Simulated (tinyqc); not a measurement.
States in the gap of a film: thin (001) film in sp3s* tight binding with raised dangling bonds.

Planes alternate anion (a), cation (c) along [001], a/4 apart, starting with an anion; zero in-plane momentum; levels counted from the bulk Ev, the lower root of [[Epa, Vxx], [Vxx, Epc]]; no spin-orbit coupling. Block of s, pz, s*: from an anion to the cation above, Vss/2 (s,s), Vsapc/2 (s,z), -Vscpa/2 (z,s), Vxx/2 (z,z), Vxapc/2 (s*,z), -Vpaxc/2 (z,s*); to the cation below the same with the s-z and s*-z signs reversed. Block of u = (px + py)/sqrt2 and v = (px - py)/sqrt2: to the cation above (Vxx + Vxy)/2 for u and (Vxx - Vxy)/2 for v, to the cation below the reverse. Each surface atom has two dangling sp3 hybrids; raising both by dl adds (dl/2) [[1, t], [t, 1]] to its s, pz levels (t = -1 at the bottom face, +1 at the top) and dl to the one of u, v in whose plane the missing bonds lie (v for a bottom anion or a top cation, u for a top anion).

Values chosen for the exercise (out of a larger set: near a published set for GaAs, fitted to gaps, whose masses and valley positions are rough; not measured data): p = (-8.328, 1.045, -2.661, 3.667, 8.59, 6.731, -6.459, 1.951, 5.085, 4.479, 5.804, 4.826, 4.818) eV (order Esa, Epa, Esc, Epc, Exa, Exc, Vss, Vxx, Vxy, Vsapc, Vscpa, Vxapc, Vpaxc); Nw = 33 (planes in the thicker film).

edges (eV): Gamma 1.55324, Delta 2.03813

Levels between 0 and the lower bulk edge, the largest weight on the two outer planes of both faces among them, and the nearest levels outside, for several shifts dl.

Film of Nw planes:

| dl (eV) | levels in the gap | at (eV) | surface weight | next above (eV) | next below (eV) |
|---|---|---|---|---|---|
| 0 | 3 | 0.066, 1.040, 1.040 | 0.80 | 1.6788 | -0.0396 |
| 1 | 2 | 0.151, 0.218 | 0.41 | 1.6884 | -0.0384 |
| 2 | 2 | 0.421, 0.458 | 0.47 | 1.7017 | -0.0378 |
| 3 | 2 | 0.726, 0.753 | 0.50 | 1.7206 | -0.0375 |
| 5 | 2 | 1.238, 1.278 | 0.43 | 1.7853 | -0.0371 |
| 10 | 0 | - | - | 1.5536 | -0.0367 |
| 30 | 0 | - | - | 1.6116 | -0.0364 |
| 100 | 0 | - | - | 1.6217 | -0.0363 |

Can the levels of the bare film be read as confined subbands?

No: with bare surfaces (dl = 0) 3 levels lie in the bulk gap, with up to 80 % of the weight on the four outer planes, two a face, where an even spread gives 12 %; these are dangling-bond states, not subbands. The reruns show the bulk gap clear from dl = 10 eV on, and at dl = 30 eV the next level above lies -10.1 meV from its value at 100 eV. At dl = 10 eV the next level above is more than 20 meV from its value at 100 eV, so the surface still acts on it.

Program tinyqc; command `OMP_NUM_THREADS=1 python tinyqc.py 1451211 1451212 out.jsonl`; about 0.4 s on one thread of a shared Intel(R) Xeon(R) Processor @ 2.30GHz.
